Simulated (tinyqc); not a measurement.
Grain-boundary diffusion: Harrison regimes, Fisher and Le Claire analysis, Hart average: one step, computed by the program tinyqc. Command: `OMP_NUM_THREADS=1 python tinyqc.py 3012541 3012542 out.jsonl gbdiff walk`. One thread of a shared host (Intel(R) Xeon(R) Processor @ 2.30GHz), about 0.01 s of CPU time with the checks.

A boundary is a slab of width delta with diffusivity D_b, normal to a surface held at constant concentration; it leaks into grains of diffusivity D.

Problem. Diffusivities. D = D0 exp(-E/(k_B T)), D_b = D0b exp(-E_b/(k_B T)). Triple product P = s delta D_b.

Inputs (values chosen for the exercise, for a model polycrystal):
```
quantity,value,unit
lattice prefactor D0,0.00014,m^2/s
lattice activation energy E,2.88,eV
boundary prefactor D0b,1.6e-05,m^2/s
boundary activation energy E_b,1.74,eV
boundary width delta,0.66,nm
segregation factor s,3,-
temperature T,1280,K
```

Constants: k_B = 8.617333262e-05 eV/K.

Give: D; D_b; triple product P.

Solution.

D = 6.4066e-16 m^2/s

D_b = 2.2551e-12 m^2/s

triple product P = 4.4652e-21 m^3/s
